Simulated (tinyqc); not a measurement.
Ferroelectric switching by domains, Kolmogorov-Avrami-Ishibashi kinetics with Merz's law: one step of the calculation.

A film poled to -Ps gets a pulse V of length t. Field E = V/d, characteristic time tau = t0 exp(Ea/E). The switched share is f = 1 - exp(-(t/tau)^m). P = Ps (2 f - 1).

Problem. State after the pulse, peak of the switching current. f = 1 - exp(-(tp/tau)^m); the current density 2 Ps df/dt peaks at t = tau ((m - 1)/m)^(1/m) (at t = 0 for m = 1); half of the film has switched at tau (ln 2)^(1/m).

Values chosen for this exercise:
```
symbol  value     unit                  meaning
Ps         26  uC/cm^2  switchable polarisation
m           2                   Avrami exponent
tp         42       ns             pulse length
```

tau = 70.149214 ns

Wanted: f; P after the pulse; time of the peak; peak current density; half-switching time.

Solution.

f = 0.30126
P after the pulse = -10.335 uC/cm^2
time of the peak = 49.603 ns
peak current density = 635.84 A/cm^2
half-switching time = 58.403 ns

tinyqc, about 0.01 s, one thread, Intel Xeon 2.30GHz (shared host): `OMP_NUM_THREADS=1 python tinyqc.py 2860040 2860041 out.jsonl`
